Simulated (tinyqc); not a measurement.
# Trap density from the capacitance step

Problem. A junction with shallow donors Nd and a deep trap has C_HF = eps0 eps_r/W and C_LF = eps0 eps_r (Nd + Nt)/(Nd W + Nt xt), xt = W - lam. Find W, xt and Nt.

Parameters, values chosen for the exercise:
```
symbol,value,unit,meaning
eps_r,10.1,,relative permittivity
Nd,6e16,cm^-3,shallow donor density
```

Constants: eps0 = 8.8541878128e-14 F/cm where lengths are in cm. Results are converted to the units shown.

C_HF = 66.470005 nF/cm^2
C_LF = 74.183970 nF/cm^2
lam = 63.365636 nm

Solution. C_HF gives W. With y = C_LF/C_HF, Nt/Nd = (y - 1)/(1 - y xt/W).

W = 134.5 nm
xt = 71.17 nm
Nt = 1.700e16 cm^-3

Program tinyqc, `OMP_NUM_THREADS=1 python tinyqc.py 2050099 2050100 out.jsonl`; Intel Xeon 2.30GHz, shared host, one thread, about 0.01 s.
